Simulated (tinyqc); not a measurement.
Space-charge-limited current with shallow traps: two steps of the calculation.

One carrier type, drift only, an injecting contact at x = 0 (zero field) and thickness L. The share th = y/(1 + y), y = (Nc/Nt) exp(-Et/kB T), of the injected charge is free: J = q mu n F, eps0 eps_r dF/dx = q (n - n0)/th.

Values chosen for this exercise:
- T = 300 K (temperature)
- eps_r = 19.5 (relative permittivity)
- mu = 0.053 cm^2/(V s) (mobility)
- L = 1500 nm (thickness)
- Nc = 7e20 cm^-3 (band density of states)
- Nt = 1.7e16 cm^-3 (trap density)
- Et = 0.49 eV (trap depth)
- n0 = 2.6e10 cm^-3 (free carrier density in equilibrium)
- V = 6.2 V (voltage)

Constants: q = 1.602176634e-19 C, kB = 1.380649e-23 J/K, Vt = kB T/q, eps0 = 8.8541878128e-14 F/cm where lengths are in cm. Results are converted to the units shown.

Task 1. Limits and characteristic voltages. Ohmic J = q n0 mu V/L; Mott-Gurney J = (9/8) th eps0 eps_r mu V^2/L^3; they cross at Vx = 8 q n0 L^2/(9 th eps0 eps_r); traps fill at V_TFL = q Nt L^2/(2 eps0 eps_r).

Find: th; ohmic J; Mott-Gurney J; Vx; V_TFL.

Result 1.

th = 2.415e-4
ohmic J = 9.126e-6 A/cm^2
Mott-Gurney J = 2.832e-4 A/cm^2
Vx = 0.1998 V
V_TFL = 17.75 V

Task 2. The exact current. Exact: with u = n0/n(L), w = -u - ln(1 - u) and v = -u - u^2/2 - ln(1 - u), V = (q n0 L^2/(th eps0 eps_r)) v/w^2 and J = q^2 n0^2 mu L/(th eps0 eps_r w). v/w^2 falls steadily with u, so u follows by bisection.

Find: v/w^2; u; w; J; exit field over V/L.

Result 2.

v/w^2 = 27.581
u = 0.047009
w = 0.0011408
J = 2.9002e-4 A/cm^2
exit field over V/L = 1.4940

J is 0.77 % below the plain sum of the two limits; the exit field lies between the ohmic 1 and the Mott-Gurney 1.5.

Range of the model: Diffusion and a field-dependent mobility are left out. With injecting contacts the diffusion current, about 4 pi^2 Vt th eps0 eps_r mu V/L^3, equals the Mott-Gurney current at V = 35 kB T/q (0.9 V at 300 K), so the drift-only result needs V well above that.

tinyqc, about 0.01 s, one thread, Intel Xeon 2.30GHz (shared host): `OMP_NUM_THREADS=1 python tinyqc.py 2370087 2370088 out.jsonl`
